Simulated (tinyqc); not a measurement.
Rise against time: self-heating of a transistor with one or more fingers, with temperature-dependent conductivity. Computed by tinyqc, a small Python program. Command: `OMP_NUM_THREADS=1 python tinyqc.py 3021660 3021661 out.jsonl selfheat walk`. One thread of a shared host (Intel(R) Xeon(R) Processor @ 2.30GHz), about 0.09 s of CPU time with the checks.

N long parallel fingers lie on the top face of a slab whose bottom is held at T_0; the top is otherwise insulated, and heat flows in two dimensions. P in W/mm is 1000 P in W/m.

Inputs (values chosen for the exercise, modelled on silicon):
```
quantity                                      value           unit
conductivity at the base temperature kappa_0    117        W/(m K)
power per gate width P                          1.3           W/mm
fingers N                                         3              -
finger pitch s                                  8.9     micrometre
width of the heat source w                     0.44     micrometre
substrate thickness t                            80     micrometre
heat capacity C                                1.63  1e6 J/(m^3 K)
pulse length                                     12    microsecond
```

Power: fixed power.

Method:
- A line source of power P on the top face raises the top at distance x by (P/(pi kappa_0)) g(x), g(x) = -ln tanh(pi x/(4 t)) (the image sum for the slab). On a strip of width w the centre sees the mean of g over the strip, g_0 = 1 + ln(8 t/(pi w)) for w much below t.
- theta_i = (P/(pi kappa_0)) [g_0 + sum over j != i of g(|i - j| s)], with equal powers and constant conductivity; thermal resistance = largest theta/P.
- After switching on, theta(tau) = (P D/kappa_0) int_0^tau X(u) Z(u) du at the hottest finger, D = kappa_0/C; X = sum over fingers at distance x of [erf((x + w/2)/r) - erf((x - w/2)/r)]/(2 w), Z = sum_(j=-200..200) (-1)^j exp(-(2 j t/r)^2)/sqrt(pi D u), r = 2 sqrt(D u); trapezoid rule on 300 points evenly spaced in ln u from u_0 = 1e-3 min(tau, w^2/D) to tau, plus the exact piece 2 sqrt(u_0/(pi D))/w below u_0. Conductivity and power are held at their base values here, and Fourier's law is used even where the diffusion length is near a phonon free path.

diffusivity D = 71.7791 micrometre^2/microsecond

theta of each finger (K): 40.0798  42.5046  40.0798

largest theta = 42.5046 K

Heating curve:
```
time (microsecond)  sqrt(D time) (micrometre)  rise (K)  share of the steady rise
8.90e-05                             0.079927    2.2602                   0.05317
8.90e-04                              0.25275    5.5669                     0.131
0.0089                                0.79927    9.5414                    0.2245
0.089                                  2.5275    13.644                     0.321
0.89                                   7.9927    20.793                    0.4892
4.5                                    17.972    28.587                    0.6726
18                                     35.945    35.769                    0.8415
53                                     61.679    40.668                    0.9568
130                                    96.599     42.35                    0.9964
```

What follows from these numbers?

Half the steady rise is reached between 0.89 and 4.5 microseconds, and the last row holds 99.6 % of it; the slowest time constant is 4 t^2/(pi^2 D) = 36.1 microseconds. While the diffusion length lies between w and the pitch or thickness, the rise grows as the logarithm of time; once it nears the pitch of 8.9 micrometre the neighbours add their heat.

Extremes, crossings and ranges named in words are read from the listed rows.
